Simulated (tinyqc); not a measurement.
Chemical-mechanical planarisation: Preston law, pattern density and step-height reduction: one step, computed by the program tinyqc. Command: `OMP_NUM_THREADS=1 python tinyqc.py 3019257 3019258 out.jsonl cmp walk`. One thread of a shared host (Intel(R) Xeon(R) Processor @ 2.30GHz), about 0.02 s of CPU time with the checks.

A row of 12 cells, repeated periodically, holds raised features that cover a share rho of each cell.

Problem. Effective density. The stiff pad averages the density: rho_eff(i) = sum_j w_ij rho_j / sum_j w_ij, w = exp(-2 d^2/L^2), L the planarisation length and d the distance between cell centres, summed over all periodic images of cell j.

Inputs (values chosen for the exercise, close to those used for copper polishing): cell size = 1.6 mm; planarisation length = 2.7 mm.

local pattern densities, cell by cell: 0.2  0.6  0.1  0.8  0.3  0.1  0.3  0.25  0.1  0.1  0.3  0.5

Give: normalised weights (images included) for cells 0, 1, 2, ... apart; effective densities.

Solution.

normalised weights (images included) for cells 0, 1, 2, ... apart: 0.4728  0.2342  0.0285  0.0009  0.0000  0.0000  0.0000

effective densities: 0.3644  0.3915  0.3900  0.4923  0.3648  0.2179  0.2360  0.2181  0.1469  0.1628  0.2917  0.3737

Local densities span 0.1 to 0.8, effective ones 0.147 to 0.492.
